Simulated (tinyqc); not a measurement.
# Longitudinal sound in a periodic multilayer: transfer matrices, stop bands and folded phonons, step by step

A worked calculation. Computed by tinyqc, a small Python program that keeps every step. Command: `OMP_NUM_THREADS=1 python tinyqc.py 3026431 3026432 out.jsonl multilayer walk`. One thread of a shared host (Intel(R) Xeon(R) Processor @ 2.30GHz), about 0.01 s of CPU time with the checks. Intermediate numbers are printed to about 5 digits and carried at full precision; extremes and crossings named in words are read from the listed rows.

Layers 1 and 2 repeat with period d = d_1 + d_2; waves travel normal to the layers, without loss. State vector (u, s): displacement u and stress divided by omega. Impedances Z = rho v are in 1e6 kg/(m^2 s).

Inputs (values chosen for the exercise, modelled on silica (layer 1), molybdenum (layer 2) and silica (substrate)):
```
quantity            value    unit
density rho_1        2.23  g/cm^3
velocity v_1         6030     m/s
thickness d_1         556      nm
density rho_2        10.2  g/cm^3
velocity v_2         6230     m/s
thickness d_2        1140      nm
substrate density    2.24  g/cm^3
substrate velocity   6030     m/s
periods N               5       -
frequency f          1.63     GHz
```

## Impedances, mean velocity and Bragg frequency

Z = rho v; interface reflection r = (Z_2 - Z_1)/(Z_2 + Z_1) (stress amplitude, from 1 into 2); Bragg frequency f_B = 1/[2 (d_1/v_1 + d_2/v_2)]; long-wave velocity v_eff = d/sqrt[(d_1/v_1)^2 + (d_2/v_2)^2 + (Z_1/Z_2 + Z_2/Z_1)(d_1/v_1)(d_2/v_2)].

Z_1 = 13.4469

Z_2 = 63.546

Z of the substrate = 13.5072

interface reflection r = 0.65070

Bragg frequency f_B = 1.8169 GHz

long-wave velocity v_eff = 4791.5 m/s

## Transfer matrix of one period

A layer maps (u, s) by [[cos p, sin p/Z], [-Z sin p, cos p]], p = 2 pi f d_i/v_i; one period is M = M_2 M_1, and cos(q d) = trace(M)/2.

phase p_1 = 0.94433 rad

phase p_2 = 1.8741 rad

M:
```
          1           2
1  -0.33869  -0.0091864
2   -32.303     -3.8287
```

trace(M)/2 = -2.0837

|trace/2| > 1: f lies in a stop band, and the amplitude falls by a factor 3.912 a period.

## Transmission through N periods

For N periods A = M^N. A wave comes from a thick layer of material 1 and leaves into the substrate (Z_s): transmitted power T = 4 Z_1 Z_s/|Z_1 A_22 + Z_s A_11 - i (Z_1 Z_s A_12 - A_21)|^2, reflected power R = 1 - T.

A = M^N:
```
         1        2
1  -20.807  -2.3013
2  -8092.4  -895.11
```

transmitted power T = 3.4495e-06

T in decibel = -54.622 dB

## The first stop band

Gap m contains m f_B; its edges, where trace(M)/2 = (-1)^m, are found by root search. Weak-contrast estimate of the width: (4 f_B/pi) |r sin(m pi a)|, a = (d_1/v_1)/(d_1/v_1 + d_2/v_2).

lower edge = 1.0400 GHz

upper edge = 2.4243 GHz

width/f_B = 76.186 %

transmitted power at f_B = 3.7537e-06

## The first four gaps

The formulas are those given above.

Stop bands (GHz):
```
m  lower edge  upper edge   width  weak-contrast estimate
1      1.0400      2.4243  1.3842                  1.3077
2      3.0343      4.4056  1.3713                  1.2954
3      5.4352      5.4608  0.0257                  0.0245
4      6.4860      7.8828  1.3968                  1.3197
```

With a = 0.335, gap 4 is the widest and gap 3 the narrowest; gap m closes when m a is a whole number. The weak-contrast estimate misses the first width by -5.5 % at |r| = 0.65. Odd gaps open at the edge of the folded zone (q = pi/d), even ones at its centre.

## Mirror strength against the number of periods

The formulas are those given above.

Transmitted power:
```
N     T at f_B  T at f_B (dB)      T at f
1      0.20722        -6.8357     0.17802
2     0.014481        -18.392    0.012312
3   9.2690e-04        -30.330  8.0748e-04
4   5.8996e-05        -42.292  5.2782e-05
6   2.3882e-07        -66.219  2.2543e-07
8   9.6678e-10        -90.147  9.6278e-10
12  1.5842e-14        -138.00  1.7561e-14
16  2.5960e-19        -185.86  3.2032e-19
24  6.9710e-29        -281.57  1.0657e-28
```

At f_B each further period removes 11.96 dB at large N; 99 % reflection needs N = 3 among these rows. At f, in a stop band, T decays as well. Values below about 1e-6 belong to the ideal stack: roughness and scattering into other modes, left out here, set a floor in a real one.

Checks made by the program: trace against Rytov's formula cos p_1 cos p_2 - (1/2)(Z_1/Z_2 + Z_2/Z_1) sin p_1 sin p_2 (relative difference below 1e-10).
